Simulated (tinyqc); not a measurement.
Leakage through a gate insulator: direct, Fowler-Nordheim, trap-assisted and Poole-Frenkel currents. Thickness at fixed voltage. Computed by tinyqc, a small Python program. Command: `OMP_NUM_THREADS=1 python tinyqc.py 3007760 3007761 out.jsonl oxideleak sweep`. One thread of a shared host (Intel(R) Xeon(R) Processor @ 2.30GHz), about 0.01 s of CPU time with the checks.

Electrons enter from the cathode Fermi level at x = 0; the conduction band of the insulator lies phi_b - e F x above it, F = V/t. WKB exponents use a parabolic band with mass m.

Inputs (values chosen for the exercise, with an insulator like Al2O3):
```
quantity                          value   unit
barrier phi_b                      2.16     eV
tunnelling mass m                  0.38    m_0
static constant eps_ox              9.1      -
voltage across the insulator V      2.4      V
trap depth phi_t                    1.4     eV
trap density N_t                1.1e+19  cm^-3
attempt rate nu_0                 8e+12    1/s
activation of capture E_a          0.12     eV
temperature T                       250      K
```

Constants: hbar^2/(2 m_0) = 3.80998212 eV angstrom^2; e = 1.602176634e-19 C; hbar = 1.054571817e-34 J s; k_B = 8.617333262e-05 eV/K.

Method:
- For a level a distance phi(x) below the band, the WKB exponent is 2 int kappa dx with kappa = sqrt(m phi/(hbar^2/2m_0)); for a linear barrier from phi_1 down to phi_2 = max(phi_1 - e F d, 0) it is G = (4/3) sqrt(m/(hbar^2/2m_0)) (phi_1^(3/2) - phi_2^(3/2))/(e F).
- J_tun = e^3 F^2/(16 pi^2 hbar m phi_b) x exp(-G) / [1 - sqrt(phi_2/phi_b)]^2 with the free-electron mass in the cathode (m in m_0), phi_2 = max(phi_b - e V, 0): direct tunnelling for e V < phi_b, Fowler-Nordheim above. Image forces, back-flow and the limit on supply are left out, so J_tun is overstated below about 0.5 V.
- Equivalent oxide thickness = 3.9 t/eps_ox.
- A trap at depth x lies phi_t below the band. Capture: tunnel at the cathode Fermi level from 0 to x (G_in from phi_1 = phi_b), rate nu_0 exp(-G_in - E_c/k_B T) with E_c = E_a + max(phi_b - phi_t - e F x, 0), the last term being the height of the trap above the cathode Fermi level. Emission: tunnel from the trap level to the anode (G_out from phi_1 = phi_t over t - x), rate nu_0 exp(-G_out - E_a/k_B T). Re-emission to the cathode follows from detailed balance, rate_back = rate_in exp(dE/k_B T) with dE = phi_b - phi_t - e F x. Each trap passes R = rate_in rate_out/(rate_in + rate_back + rate_out) electrons per second; filling from the anode is left out.
- J_TAT = e N_t int_0^t R dx by the midpoint rule on 400 intervals; the most effective depth is the midpoint with the largest R, rounded to 0.01 nm.
- J = J_tun + J_TAT (the Poole-Frenkel bound is not added); the ratio J/J_tun is the excess that stress-made traps add.

One run for each value:
```
thickness t (nm)  tunnelling current J_tun (A/cm^2)  trap-assisted current J_TAT (A/cm^2)  field F (MV/cm)    J/J_tun
2.2                                       1.066e+03                             1.362e+00            10.91  1.001e+00
2.7                                       4.368e+01                             3.374e-01             8.89  1.008e+00
3.5                                       3.018e-01                             3.654e-02             6.86  1.121e+00
4.3                                       2.322e-03                             3.963e-03             5.58  2.707e+00
5.5                                       1.775e-06                             1.405e-04             4.36  8.014e+01
6.9                                       4.633e-10                             2.812e-06             3.48  6.071e+03
8.7                                       1.289e-14                             1.798e-08             2.76  1.395e+06
11.0                                      2.204e-20                             2.738e-11             2.18  1.242e+09
```

Over the rows, tunnelling current J_tun (A/cm^2) falls from 1070 to 2.20e-20 (exponent d ln y / d ln x -16 between the first rows and -57 between the last); trap-assisted current J_TAT (A/cm^2) falls from 1.36 to 2.74e-11 (exponent d ln y / d ln x -6.8 between the first rows and -28 between the last); field F (MV/cm) falls from 10.9 to 2.18 (exponent d ln y / d ln x about -1.0 throughout).

Extremes, crossings and ranges named in words are read from the listed rows.
